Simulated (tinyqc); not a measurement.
# Trench capacitor in an array: capacitance, non-linearity, leakage and relaxation: charge lost after writing

A film between two metal electrodes, each interface adding a series capacitance ci. The small-signal permittivity is ek (1 + aq E^2); the field is found with the linear permittivity. Leakage J = J0 sinh(E/Ef). After a voltage step the film passes a relaxation current kr C V tt^(-nr), tt being the time in seconds. The sidewall is a coaxial capacitor with radii a = dm/2 - t and b = dm/2, depth AR dm; the end face is left out.

Planar film: Cf = eps0 ek/t, 1/C = 1/Cf + 2/ci, EOT = 3.9 eps0/C, effective permittivity C t/eps0, E = (V/t) C/Cf. A capacitor written for t0 and then left open loses, as a share of C V, kr (tt^(1 - nr) - t0^(1 - nr))/(1 - nr) by relaxation and J tt/(C V) by leakage; both are taken as small, and rows far outside that range are left out.

Inputs (values chosen for the exercise); permittivity of the order of that of titanium dioxide: relative permittivity of the film ek = 81.8; film thickness t = 24 nm; capacitance of each electrode interface (dead layer and screening) ci = 130 uF/cm^2; quadratic field coefficient of the permittivity aq = 0.028 cm^2/MV^2; bias V = 1.1 V; exponent of the relaxation current nr = 0.962; strength of the relaxation kr = 0.0029; leakage prefactor J0 = 6.1e-11 A/cm^2; field for an e-fold rise of the leakage Ef = 0.26 MV/cm; duration of the write pulse t0 = 1e-7 s.

Constants: eps0 = 8.8541878128e-14 F/cm where lengths are in cm. Results are converted to the units shown.

The same in every row: leakage current (nA/cm^2) = 0.1587.

Result of one run:

| relaxation current (nA/cm^2) | loss by relaxation (%) | loss by leakage (%) | total loss (%) |
|---|---|---|---|
| 772.3 | 2.270 | 5.004e-5 | 2.270 |

Which time since the start of the write pulse tt gave this result: 1e-5, 0.0001, 0.01, 1 or 1000 s?

tt = 0.01 s.

The whole series:

| tt (s) | relaxation current (nA/cm^2) | loss by relaxation (%) | loss by leakage (%) | total loss (%) |
|---|---|---|---|---|
| 1e-6 | 5.442e6 | 0.3782 | 5.004e-9 | 0.3782 |
| 1e-5 | 5.940e5 | 0.7910 | 5.004e-8 | 0.7910 |
| 0.0001 | 6.483e4 | 1.242 | 5.004e-7 | 1.242 |
| 0.001 | 7076 | 1.733 | 5.004e-6 | 1.733 |
| 0.01 | 772.3 | 2.270 | 5.004e-5 | 2.270 |
| 0.1 | 84.29 | 2.856 | 5.004e-4 | 2.856 |
| 1 | 9.200 | 3.495 | 0.005004 | 3.500 |
| 10 | 1.004 | 4.193 | 0.05004 | 4.243 |
| 100 | 0.1096 | 4.955 | 0.5004 | 5.455 |
| 1000 | 0.01196 | 5.786 | 5.004 | 10.79 |

The two currents are equal at tt = 68.0 s. The loss by relaxation grows from 0.378 to 5.79 %, by 0.413 points over the first decade and 0.831 over the last, while the loss by leakage grows tenfold a decade. Relaxation is the larger loss in every row.

tinyqc, about 0.01 s, one thread, Intel Xeon 2.30GHz (shared host): `OMP_NUM_THREADS=1 python tinyqc.py 2102148 2102149 out.jsonl`
